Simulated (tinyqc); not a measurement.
# Via and link resistance from two via chains

Problem. A chain of 5000 vias joined by 5000 metal links has R = 5000 (Rv + Rlink), with Rlink proportional to the link length. Find Rv, Rlink for length L, and the value of Rv that the short chain would give if the links were ignored.

resistance of chains of 5000 links with link lengths L and 3 L (ohm): [2.295e5, 2.985e5]

Solution. R per link is a straight line in the link length; its intercept at zero length is Rv.

Rv = 39.00 ohm
Rlink = 6.900 ohm
Rv without correction = 45.90 ohm

tinyqc, about 0.01 s, one thread, Intel Xeon 2.30GHz (shared host): `OMP_NUM_THREADS=1 python tinyqc.py 2750185 2750186 out.jsonl`
